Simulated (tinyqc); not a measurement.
Changing the deposition rate F: epitaxial growth on a vicinal surface: Burton-Cabrera-Frank step flow, step-edge barrier and island nucleation. Computed by tinyqc, a small Python program. Command: `OMP_NUM_THREADS=1 python tinyqc.py 3001679 3001680 out.jsonl stepflow sweep`. One thread of a shared host (Intel(R) Xeon(R) Processor @ 2.30GHz), about 0.02 s of CPU time with the checks.

Adatoms land at rate F, hop on a square grid (a simplification for hexagonal faces), desorb, or join steps. Lengths are in units of a and n is the adatom coverage. Steps ascend at x = 0 and descend at x = l.

Inputs (values chosen for the exercise, close to those used for Si(111)): site spacing a = 3.84 angstrom; step height h = 3.14 angstrom; diffusion barrier E_d = 1.08 eV; desorption energy E_a = 2.89 eV; adatom formation energy E_f = 1.05 eV; step-edge barrier E_s = 0.045 eV; attempt frequency nu = 10 THz; miscut angle = 4 degrees; temperature T = 790 C; critical nucleus size i = 1.

Constants: k_B = 8.617333262e-05 eV/K.

Method:
- D = nu exp(-E_d/(k_B T)) (a^2/s, nu counted per direction); tau = exp(E_a/(k_B T))/nu; x_s = sqrt(D tau); n_eq = exp(-E_f/(k_B T)); terrace width l = h/(a tan(miscut)); Schwoebel length l_s = exp(E_s/(k_B T)) - 1.
- Temperatures in kelvin are T(C) + 273.15.
- D n'' - n/tau + F = 0 with n(0) = n_eq and -l_s n'(l) = n(l) - n_eq. With u = n - F tau, A = n_eq - F tau, y = l/x_s, s = l_s/x_s: u = A cosh(x/x_s) + B sinh(x/x_s), B = A (1 - cosh y - s sinh y)/(sinh y + s cosh y). Flux into the ascending step J+ = D B/x_s, over the descending one J- = -(D/x_s)(A sinh y + B cosh y); step velocity J+ + J-; growth rate (J+ + J-)/l. For small y: J+ + J- = (F - n_eq/tau) l, J-/J+ = l/(l + 2 l_s).
- The coverage peaks where n' = 0, tanh(x/x_s) = -B/A.
- Island density on a flat surface without desorption: N = 0.25 (F/D)^(i/(i+2)) exp(E_i/((i+2) k_B T)) per site, with E_i = 0 for i = 1; spacing l_n = N^(-1/2). Step flow needs an effective width l_eff = 2 x(peak) below l_n.

One run for each value; columns: (1) deposition rate F (layers/s); (2) island density N on a flat surface (per site); (3) ratio l_eff/l_n; (4) growth rate (layers/s); (5) peak coverage:
```
(1)         (2)     (3)        (4)        (5)
0.003  0.000085  0.1135  2.998e-03  1.053e-05
0.009  0.000123  0.1363  8.998e-03  1.054e-05
0.03   0.000183  0.1665  3.000e-02  1.054e-05
0.09   0.000265  0.2000  9.000e-02  1.056e-05
0.3    0.000395  0.2444  3.000e-01  1.061e-05
0.9    0.000570  0.2936  9.000e-01  1.076e-05
3      0.000852  0.3588  3.000e+00  1.128e-05
9      0.001228  0.4309  9.000e+00  1.277e-05
30     0.001835  0.5266  3.000e+01  1.800e-05
```

Describe and explain the trends.

Over the rows, island density N on a flat surface (per site) rises from 8.52e-5 to 0.00183 (exponent d ln y / d ln x about 0.33 throughout); ratio l_eff/l_n rises from 0.113 to 0.527 (exponent d ln y / d ln x about 0.17 throughout); growth rate (layers/s) rises from 0.00300 to 30.0 (exponent d ln y / d ln x about 1.0 throughout). The exponent of island density N on a flat surface stays at 0.33: i/(i+2) with i = 1. The exponent of growth rate stays at 1: the growth follows the flux. At the low end the exponent of peak coverage is 0.00, close to 0: the coverage stays near n_eq.

Caution (all rows): the prefactor 0.25 and the criterion are estimates, good to a factor of about two in length.

Extremes, crossings and ranges named in words are read from the listed rows.
